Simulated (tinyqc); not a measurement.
Diffusion length from constant photovoltage.

Question. In a thick sample with a thin depletion layer the excess density at its edge goes as flux/(1/alpha + L), so the flux needed for a fixed surface photovoltage is proportional to 1/alpha + L. Find L.

photon flux for the same photovoltage at absorption coefficients 73 and 1700 1/cm (relative units): 161.98630  30.882353

Solution. The line of flux against 1/alpha meets zero at -L.

slope against 1/alpha = 1.000 1/um
L = 25.00 um

tinyqc, about 0.01 s, one thread, Intel Xeon 2.30GHz (shared host): `OMP_NUM_THREADS=1 python tinyqc.py 2430080 2430081 out.jsonl`
